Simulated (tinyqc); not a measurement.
Worked calculation: plane-wave Kohn-Sham cycle with exchange-only LDA in a layered model solid. One step of it, computed by the program tinyqc.

Question. Iteration 1: potential. V_H(G) = 4 pi rho(G)/G^2 for G != 0 (uniform background); v_x = -(3 rho/pi)^(1/3); V = V_ext + V_H + v_x; Fourier components f(G_m) = (1/N) sum_j f(x_j) exp(-i G_m x_j).

A solid whose potential varies along x alone (atomic units):
```
parameter                      value
period a                    4.300000
cross-section of the cell  28.000000
electrons per cell                 2
grid points                       16
plane waves -n..n, n               3
k points                           2
V1 in V1 cos(2 pi x/a)     -0.500000
V2 in V2 cos(4 pi x/a)     -0.090000
```

density at the start, on the grid x_j = j a/N (e/bohr^3): [0.01661130, 0.01661130, 0.01661130, 0.01661130, 0.01661130, 0.01661130, 0.01661130, 0.01661130, 0.01661130, 0.01661130, 0.01661130, 0.01661130, 0.01661130, 0.01661130, 0.01661130, 0.01661130]

Give: Potentials on the grid; V(G_m), m = 0, 1, 2, ....

Answer.

Potentials on the grid (hartree):
```
x         V_ext     V_H      v_x        V
0.0000  -0.5900  0.0000  -0.2513  -0.8413
0.2687  -0.5256  0.0000  -0.2513  -0.7768
0.5375  -0.3536  0.0000  -0.2513  -0.6048
0.8063  -0.1277  0.0000  -0.2513  -0.3790
1.0750   0.0900  0.0000  -0.2513  -0.1613
1.3438   0.2550  0.0000  -0.2513   0.0037
1.6125   0.3536  0.0000  -0.2513   0.1023
1.8813   0.3983  0.0000  -0.2513   0.1470
2.1500   0.4100  0.0000  -0.2513   0.1587
2.4188   0.3983  0.0000  -0.2513   0.1470
2.6875   0.3536  0.0000  -0.2513   0.1023
2.9562   0.2550  0.0000  -0.2513   0.0037
3.2250   0.0900  0.0000  -0.2513  -0.1613
3.4937  -0.1277  0.0000  -0.2513  -0.3790
3.7625  -0.3536  0.0000  -0.2513  -0.6048
4.0312  -0.5256  0.0000  -0.2513  -0.7768
```

V(G_m), m = 0, 1, 2, ... (hartree): [-0.2513, -0.2500, -0.0450, 0.0000, 0.0000, 0.0000, 0.0000]
